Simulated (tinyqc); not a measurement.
Solubility, supersaturation, precipitation and gettering of an impurity in a silicon-like host: one step, computed by the program tinyqc.

The wafer was saturated at T1 and is then held at T.

Problem. Segregation into a layer on one face. k = k_0 exp(E_g/(k_B T)); in equilibrium the bulk keeps C/C0 = 1/(1 + k t_g/w). For a strong sink on one face the slowest diffusion mode has tau_w = 4 w^2/(pi^2 D), and C/C0 is estimated as c_eq + (1 - c_eq)(8/pi^2) sum over odd m up to 99 of exp(-m^2 t/tau_w)/m^2. Precipitation is left out here.

Inputs (values chosen for the exercise, modelled on gold in silicon):
```
quantity                       value        unit
temperature of saturation T1    1375           K
anneal temperature T             891           K
anneal time t                 790000           s
wafer thickness w                400  micrometre
segregation energy E_g          0.68          eV
segregation prefactor k_0      0.029           -
getter layer thickness t_g      0.54  micrometre
```

Gettering: segregation gettering in a layer.

D(T) = 6.881109e-11 cm^2/s

Constants: k_B = 8.617333262e-05 eV/K.

Give: segregation coefficient k; equilibrium C/C0; tau_w; mean C/C0 at t.

Solution.

segregation coefficient k = 203.6

equilibrium C/C0 = 0.7844

tau_w = 9.424e+06 s

mean C/C0 at t = 0.9552

Diffusion and capacity both matter. Caution: the barrier to homogeneous nucleation is below 35 k_B T for these inputs, so new precipitates would form and outnumber the fixed sinks assumed here.
